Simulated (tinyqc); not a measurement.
Inside a calculation. Model: bandgap voltage reference from two bipolar transistors.

Computed by the program tinyqc: `OMP_NUM_THREADS=1 python tinyqc.py 2062041 2062042 out.jsonl`, one thread of a shared Intel Xeon 2.30GHz, about 0.02 s for the whole run. Printed values are rounded.

Two transistors of area 1 and N carry the same current I. Is(T) = Is (T/T0)^eta exp[(Vg0 q/kB)(1/T0 - 1/T)], VBE1 = Vt ln(I/Is(T)) + I rb, VBE2 = Vt ln(I/(N Is(T))) + I rb/N. The amplifier forces I R1(T) = VBE1 - VBE2 + Vos, with R(T) = R (1 + tc (T - T0)) for both resistors, and the output is Vref = VBE1 + I R2(T). Base currents and the Early effect are neglected.

Inputs (values chosen for the exercise); values of the order met in silicon bipolar transistors: reference temperature T0 = 300 K; band-gap voltage extrapolated to 0 K Vg0 = 1.2 V; temperature exponent of the saturation current eta = 4; saturation current of the unit transistor at T0 Is = 5.5e-16 A; area ratio of the second transistor N = 10; resistor across which the difference of VBE falls, at T0 R1 = 37 kohm; temperature coefficient of both resistors tc = 0 ppm/K; offset of the amplifier Vos = 0 mV; series resistance of the unit transistor rb = 19 ohm; output resistor at T0 R2 = 421.4 kohm; temperature T = 233 K.

Constants: q = 1.602176634e-19 C, kB = 1.380649e-23 J/K. Results are converted to the units shown.

## Operating point at the reference temperature

Vt = kB T/q; I = (Vt ln N + Vos)/(R1(T) - rb (1 - 1/N)). Evaluate at T = T0.

Vt = 0.02585200 V
I = 1.609566 uA
Is(T) = 5.5e-16 A
VBE1 = 0.5635284 V
I R2 = 0.6782712 V
Vref = 1.241800 V

## Operating point at another temperature

Vt = kB T/q; I = (Vt ln N + Vos)/(R1(T) - rb (1 - 1/N)).

Vt = 0.02007839 V
I = 1.250096 uA
Is(T) = 3.195030e-22 A
VBE1 = 0.7208978 V
I R2 = 0.5267907 V
Vref = 1.247688 V

From T0 to T, VBE1 changes by 157 mV and I R2 by -151 mV, which leaves 5.89 mV in Vref.

## Resistor for zero slope at T0, ideal case

With tc = 0, Vos = 0 and rb = 0 the current is proportional to T, dVBE/dT = (VBE - Vg0 - (eta - 1) Vt)/T, and Vref has zero slope at T0 when Vref = Vg0 + (eta - 1) Vt0. Find VBE1, its slope, that Vref, R2/R1 and the curvature d2Vref/dT2 = -(eta - 1) kB/(q T0).

VBE1 = 0.5634858 V
dVBE/dT = -2.380234 mV/K
Vref = 1.277556 V
R2/R1 = 11.99585
curvature = -0.8617333 uV/K^2
